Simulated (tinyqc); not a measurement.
Electromigration in a confined line: Blech product, Korhonen stress evolution and Black's law: one step, computed by the program tinyqc. Command: `OMP_NUM_THREADS=1 python tinyqc.py 3003628 3003629 out.jsonl emigr walk`. One thread of a shared host (Intel(R) Xeon(R) Processor @ 2.30GHz), about 0.01 s of CPU time with the checks.

The electron wind pushes atoms from the cathode (x = 0) to the anode (x = L); blocking ends build a back stress (tension positive). The input rho is taken not to change with temperature. d sigma/dt = d/dx [kappa (d sigma/dx + G)], with zero flux at both ends and sigma = sigma_0 at t = 0.

Problem. Stress along the line. sigma(x, t) = sigma_0 + G L [1/2 - x/L - 4 sum_(m odd) cos(m pi x/L) exp(-m^2 pi^2 s)/(m pi)^2], s = t/tau, summed to m = 399. Steady state: sigma_0 + G L (1/2 - x/L). Take x/L = 0, 0.1, 0.2, 0.3, 0.4, 0.6, 0.8 and 1.

Inputs (values chosen for the exercise, close to those used for copper lines):

| quantity | value | unit |
|---|---|---|
| critical stress sigma_c | 110 | MPa |
| initial stress sigma_0 | 19 | MPa |
| line length L | 64 | um |
| test temperature T | 220 | C |
| time as a fraction of L^2/kappa, s | 0.11 | - |

Start: thermal stress.

stress gradient G = 3.555610 MPa/um

Give: Stress (MPa).

Solution.

Stress (MPa):

| x/L | at time s | steady state |
|---|---|---|
| 0.0 | 101.6 | 132.8 |
| 0.1 | 80.4 | 110.0 |
| 0.2 | 62.1 | 87.3 |
| 0.3 | 46.2 | 64.5 |
| 0.4 | 32.1 | 41.8 |
| 0.6 | 5.9 | -3.8 |
| 0.8 | -24.1 | -49.3 |
| 1.0 | -63.6 | -94.8 |

Caution: stresses above sigma_c are formal, since a void forms first.
